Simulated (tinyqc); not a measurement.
# From peak of G_p/omega back to trap density D_0

Model: MOS capacitor with interface traps: C-V stretch-out, conductance peak and subthreshold swing. Computed by tinyqc, a small Python program. Command: `OMP_NUM_THREADS=1 python tinyqc.py 3014343 3014344 out.jsonl mostraps inv`. One thread of a shared host (Intel(R) Xeon(R) Processor @ 2.30GHz), about 0.03 s of CPU time with the checks.

Energies at the interface are counted from the valence band. psi > 0 means bending towards depletion, so the surface potential is +psi. Boltzmann statistics, full ionisation, no quantum confinement. Traps are neutral when filled up to E_n, with a sharp (zero-temperature) occupation.

Inputs (values chosen for the exercise, for a model semiconductor):

| quantity | value | unit |
|---|---|---|
| gap E_g | 1.11 | eV |
| electron mass m_e | 0.336 | m_0 |
| valleys M_c | 6 | - |
| hole mass m_h | 0.933 | m_0 |
| dielectric constant eps_s | 11.2 | - |
| doping N | 3e+15 | cm^-3 |
| insulator constant eps_ox | 3.95 | - |
| insulator thickness t_ox | 45 | nm |
| work-function difference phi_ms | -0.98 | V |
| fixed charge N_f | 6.4e+10 | cm^-2 |
| neutrality level E_n | 0.694 | eV |
| capture cross-section sigma | 4e-17 | cm^2 |
| band bending towards depletion psi | 0.27 | V |
| temperature T | 350 | K |
| peak density D_1 | 2.7e+11 | cm^-2 eV^-1 |
| peak width w | 0.11 | eV |
| peak position E_p | 0.749 | eV |

Substrate: p-type. Trap spectrum: flat plus a Gaussian peak.

Constants: m_0 = 9.1093837015e-31 kg; k_B = 1.380649e-23 J/K; h = 6.62607015e-34 J s; k_B = 8.617333262e-05 eV/K; eps_0 = 8.8541878128e-12 F/m; e = 1.602176634e-19 C.

Method:
- N_c = 2 M_c (2 pi m_e k_B T/h^2)^(3/2) and N_v = 2 (2 pi m_h k_B T/h^2)^(3/2), masses in units of m_0.
- n_i = sqrt(N_c N_v) exp(-E_g/2 k_B T); E_F = k_B T ln(N_v/N); phi_B = (k_B T/e) ln(N/n_i); L_D = sqrt(eps_s eps_0 k_B T/(e^2 N)); C_ox = eps_ox eps_0/t_ox.
- With u = psi/k_B T and r = (n_i/N)^2: F = sqrt(exp(-u) + u - 1 + r (exp(u) - u - 1)); Q_s = -sign(u) sqrt(2) eps_s eps_0 (k_B T/e) F/L_D; C_s = (eps_s eps_0/(sqrt(2) L_D)) |1 - exp(-u) + r (exp(u) - 1)|/F; at high frequency, below strong inversion, the terms in r are dropped.
- D(E) = D_0 + D_1 exp(-(E - E_p)^2/2 w^2).
- E_F at the interface is E_s = E_F + psi; Q_it = -e int from E_n to E_s of D(E) dE; C_it = e D(E_s) (per volt); V_G = phi_ms + psi - (Q_s + Q_it + e N_f)/C_ox.
- v = sqrt(3 k_B T/m) with the majority mass; surface density n_s = N exp(-psi/k_B T); tau = 1/(sigma v n_s); for a continuum of levels G_p/omega = C_it ln(1 + omega^2 tau^2)/(2 omega tau), which peaks at omega tau = 1.98, the frequency 1.98/(2 pi tau); potential fluctuations are left out.

Problem. A run gave the result below. Find the trap density D_0, known to lie between 3.1e+10 and 8.1e+10 cm^-2 eV^-1.

peak of G_p/omega = 0.007013565 microF/cm^2

Solution.

Each step takes the trial c = (a f_b - b f_a)/(f_b - f_a), f being the result less the target and a, b, c the logarithms of the listed values; c replaces end b, the old b replaces a if the sign of f changed, and otherwise f_a is halved.

Scan of the range:

| trap density D_0 (cm^-2 eV^-1) | peak of G_p/omega (microF/cm^2) |
|---|---|
| 3.10e+10 | 0.00518206 |
| 3.64e+10 | 0.00553018 |
| 4.27e+10 | 0.00593632 |
| 5.01e+10 | 0.00641338 |
| 5.88e+10 | 0.00697424 |
| 6.90e+10 | 0.00763180 |
| 8.10e+10 | 0.00840541 |

False position (Illinois rule, in the logarithm of the input) inside the bracket:

| step | end a | end b | trial | peak of G_p/omega (microF/cm^2) |
|---|---|---|---|---|
| 1 | 5.88000e+10 | 6.90000e+10 | 5.93652e+10 | 0.00701068 |
| 2 | 6.90000e+10 | 5.93652e+10 | 5.94067e+10 | 0.00701335 |
| 3 | 6.90000e+10 | 5.94067e+10 | 5.94128e+10 | 0.00701374 |
| 4 | 5.94067e+10 | 5.94128e+10 | 5.94100e+10 | 0.00701356 |

Peak of G_p/omega rises at every point of a 13-point scan of the range (every second point is shown), so one value fits; it is bracketed by 5.88e10 and 6.90e10. The scan shows a straight line, so linear interpolation between any two rows gives the answer at once. Answer: trap density D_0 = 5.941e10 cm^-2 eV^-1.

Caution: near and beyond midgap the traps also exchange with the minority band, so this majority-carrier time constant and peak do not apply.
